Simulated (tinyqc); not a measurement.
Hopping conduction between localised states: one step, computed by the program tinyqc. Command: `OMP_NUM_THREADS=1 python tinyqc.py 3004530 3004531 out.jsonl hop walk`. One thread of a shared host (Intel(R) Xeon(R) Processor @ 2.30GHz), about 0.01 s of CPU time with the checks.

Energies are counted from the Fermi level. A small network shows the mechanism; the laws of an infinite system follow.

Task: Pair exponents. Miller-Abrahams exponent s_ij = 2 r_ij/xi + (|E_i| + |E_j| + |E_i - E_j|)/(2 k_B T); G_ij = G_0 exp(-s_ij). The diagonal is set to 0 and not used.

Inputs (values chosen for the exercise, for a model impurity band): localisation length xi = 1.3 nm; temperature T = 180 K.

Dimension: 3D.

sites of the small network (nm, nm, meV):
```
      x     y  energy
1     0  0.81   -2.87
2  1.41  2.29  -25.52
3  2.17  1.83   -15.9
4  4.01  2.46   -3.11
5  4.97  1.89    1.75
6  6.38  0.67   11.64
7  6.89  0.19   -9.35
8   8.4  1.91    2.85
```

Constants: k_B = 8.617333262e-05 eV/K.

Give: s_ij.

Result:

s_ij, lower triangle (symmetric):
```
        1       2       3      4      5      6      7      8
1   0.000
2   4.790   0.000
3   4.714   3.012   0.000
4   6.872   5.654   4.017  0.000
5   8.122   7.269   5.447  2.031  0.000
6  10.753  10.438   8.494  5.520  3.619  0.000
7  11.246  10.674   8.712  6.244  4.661  2.431  0.000
8  13.402  12.599  10.794  7.191  5.461  4.397  4.308  0.000
```
